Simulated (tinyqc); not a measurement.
Hopping conduction between localised states: one step, computed by the program tinyqc.

Energies are counted from the Fermi level. A small network shows the mechanism; the laws of an infinite system follow.

Task: Critical path. Critical exponent s_c: the smallest value such that bonds with s_ij <= s_c connect site 1 with site 8.

Inputs (values chosen for the exercise, for a model impurity band): temperature T = 42 K.

Dimension: 3D.

s_ij, lower triangle (symmetric):
```
,1,2,3,4,5,6,7,8
1,0.00000
2,5.53219,0.00000
3,6.47176,3.79208,0.00000
4,12.21055,9.44789,6.61467,0.00000
5,13.23550,9.61406,8.45872,5.01684,0.00000
6,18.01528,14.75618,13.45692,10.37115,7.62098,0.00000
7,21.01647,16.80674,16.37123,13.10381,9.61035,3.61725,0.00000
8,22.04831,19.11519,17.27072,13.77703,10.35255,7.66450,7.80150,0.00000
```

Give: critical exponent s_c.

Result:

critical exponent s_c = 7.665
